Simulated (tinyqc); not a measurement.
Inside a calculation. Model: implant damage, amorphisation by cascade overlap, and solid-phase epitaxial regrowth. Computed by tinyqc, a small Python program that keeps every step. Command: `OMP_NUM_THREADS=1 python tinyqc.py 3110319 3110320 out.jsonl sper walk`. One thread of a shared host (Intel(R) Xeon(R) Processor @ 2.30GHz), about 0.01 s of CPU time with the checks. Intermediate numbers are printed to about 5 digits and carried at full precision; extremes and crossings named in words are read from the listed rows.

Range and width of the damage are inputs. Dynamic annealing enters only through the surviving share f.

Inputs (values chosen for the exercise, modelled on indium ions in silicon): atomic density N = 49.9 1/nm^3; ion Z1 = 49; ion mass M1 = 114.8 u; target Z2 = 14; target mass M2 = 28.09 u; ion energy E = 83 keV; displacement energy E_d = 15 eV; depth of the damage peak R_d = 43 nm; width of the damage profile s_d = 29 nm; share of defects that survive f = 0.88; critical displaced share x_c = 0.18; dose Q = 1.2e+14 1/cm^2; overlaps needed n = 1; area amorphised by one track A_i = 0.91 nm^2; regrowth prefactor v0 = 5.5e+15 nm/s; regrowth energy E_a = 2.7 eV; anneal temperature = 527 C; rate relative to (100) = 0.33; peak enhancement by the dopant = 10; ramp rate = 81 K/s.

Constants: a_0 = 0.529177210903 angstrom; e^2/(4 pi eps_0) = 14.39964548 eV angstrom; k_B = 8.617333262e-05 eV/K.

## Damage energy and displacements per ion

Robinson partition: eps = E a M2/(Z1 Z2 (e^2/(4 pi eps_0)) (M1 + M2)), a = 0.8853 a_0/sqrt(Z1^(2/3) + Z2^(2/3)); k = 0.0793 Z1^(2/3) Z2^(1/2) (M1 + M2)^(3/2)/((Z1^(2/3) + Z2^(2/3))^(3/4) M1^(3/2) M2^(1/2)); damage energy T_d = E/(1 + k (eps + 0.40244 eps^(3/4) + 3.4008 eps^(1/6))); displacements nu = 0.8 T_d/(2 E_d).

reduced energy eps = 0.17660

k = 0.11350

damage energy T_d = 62.803 keV

T_d/E = 0.75666

displacements per ion nu = 1674.7

24 % of the energy goes to electrons.

## The amorphous layer

Displaced share x(z) = f nu Q exp(-(z - R_d)^2/(2 s_d^2))/(sqrt(2 pi) s_d N); the layer is amorphous where x > x_c, between R_d -/+ s_d sqrt(2 ln(x_max/x_c)), the upper edge being cut at the surface. Threshold dose Q_c = Q x_c/x_max.

peak displaced share x_max = 0.48755

threshold dose Q_c = 4.4303e+13 1/cm^2

upper edge = 2.0608 nm

lower edge = 83.939 nm

The layer is buried, so it regrows from both sides and the two fronts meet in a defect plane.

## Damage left below the interface

Displaced atoms per area beyond the lower edge z2: f nu Q (1/2) erfc((z2 - R_d)/(sqrt2 s_d)); they are not removed by regrowth.

share of the damage beyond z2 = 0.079020

displaced atoms beyond z2 = 1.3975e+16 1/cm^2

## Layer against dose

The formulas are those given above.

Dose series; the last column is f nu Q erfc((z2 - R_d)/(sqrt2 s_d))/2:
```
Q (1/cm^2)   x_max  upper edge (nm)  lower edge (nm)  displaced atoms beyond z2 (1/cm^2)
4.87e+13    0.1979           30.384            55.62                          2.3812e+16
6.65e+13    0.2702           16.863            69.14                          1.8006e+16
1.11e+14    0.4510            3.695            82.31                          1.4339e+16
1.77e+14    0.7191            0.000            91.27                          1.2526e+16
3.10e+14    1.2595            0.000           100.20                          1.1089e+16
5.32e+14    2.1615            0.000           107.66                          1.0104e+16
1.11e+15    4.5099            0.000           116.61                          9.1155e+15
2.22e+15    9.0197            0.000           124.14                          8.4135e+15
```

A dose 46 times larger moves the lower edge from 55.6 to 124 nm, as the root of a logarithm, and the damage beyond it falls by a factor 2.8, since the edge lies on an ever steeper tail. The layer reaches the surface at Q_c exp(R_d^2/(2 s_d^2)) = 1.33e14 per cm^2.

## Overlap model

Gibbons model: a point turns amorphous after n + 1 hits; with y = A_i Q the amorphous share is 1 - exp(-y) sum_(k=0..n) y^k/k!. Doses are set by y.

Amorphous share:
```
y    Q (1/cm^2)  direct impact (n = 0)  given n
0.1  1.0989e+13                0.09516  0.00468
0.3  3.2967e+13                0.25918  0.03694
0.6  6.5934e+13                0.45119  0.12190
1.0  1.0989e+14                0.63212  0.26424
2.0  2.1978e+14                0.86466  0.59399
3.0  3.2967e+14                0.95021  0.80085
5.0  5.4945e+14                0.99326  0.95957
8.0  8.7912e+14                0.99966  0.99698
```

At small y the share grows as y^2; between the first rows the exponent is 1.88.

## Isothermal regrowth

v = v0 x orientation factor x exp(-E_a/(k_B T)) x [1 + (enhancement - 1) exp(-(z - R_d)^2/(2 s_d^2))], T = anneal temperature + 273.15 K; the dopant is taken to follow the damage profile; the lower front moves from the lower edge z2 to the surface, or to the middle (z1 + z2)/2 of a buried layer with upper edge z1; time = int dz/v; the equivalent undoped distance is that time times the undoped velocity.

undoped velocity = 0.017898 nm/s

distance to regrow = 40.939 nm

time without enhancement = 2287.3 s

equivalent undoped distance = 5.6468 nm

time with enhancement = 315.49 s

The rate doubles for each 14 K or so near this temperature.

## Regrowth during a ramp

On a linear ramp from 200 C regrowth ends at the T_f where int v_undoped dT/(ramp rate) equals the equivalent undoped distance.

temperature at which regrowth ends = 695.38 C

Checks made by the program: tail against quadrature of x(z) N (relative difference below 1e-10).
